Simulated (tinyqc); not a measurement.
Projection against the Weibull slope.

Defects are spread at random, so -ln(1 - F) is proportional to the area: t63(A2) = t63 (A1/A2)^(1/beta), and the time to the share Fp is t63(A2) (-ln(1 - Fp))^(1/beta).

Parameters, values chosen for the exercise:
```
symbol  value  unit                                  meaning
A1        190  um^2                 area of a test capacitor
A2        4e5  um^2                 gate area of the product
Fp       1e-5               allowed share of failed products
t63        32     s  characteristic time of a test capacitor
```

Projection against the Weibull slope:
```
beta	t63 of the product (s)	time to Fp (s)	decades lost to area	decades lost to the percentile
0.6	9.2535e-5	4.2951e-13	5.5388	8.3333
0.9	0.0064951	1.8073e-8	3.6926	5.5556
1.2	0.054416	3.7073e-6	2.7694	4.1667
1.5	0.19481	9.0423e-5	2.2155	3.3333
1.8	0.45590	7.6049e-4	1.8463	2.7778
2.1	0.83680	0.0034807	1.5825	2.3810
2.4	1.3196	0.010892	1.3847	2.0833
2.7	1.8806	0.026451	1.2309	1.8519
3	2.4968	0.053792	1.1078	1.6667
```

Both losses go as 1/beta: together 13.9 decades at beta = 0.6 and 2.77 at 3. For small Fp only the ratio Fp/A2 counts, so ten times the area costs as much as a tenth of Fp.

Numbers from tinyqc (`OMP_NUM_THREADS=1 python tinyqc.py 2070158 2070159 out.jsonl`; about 0.01 s on one thread of a shared Intel Xeon 2.30GHz).
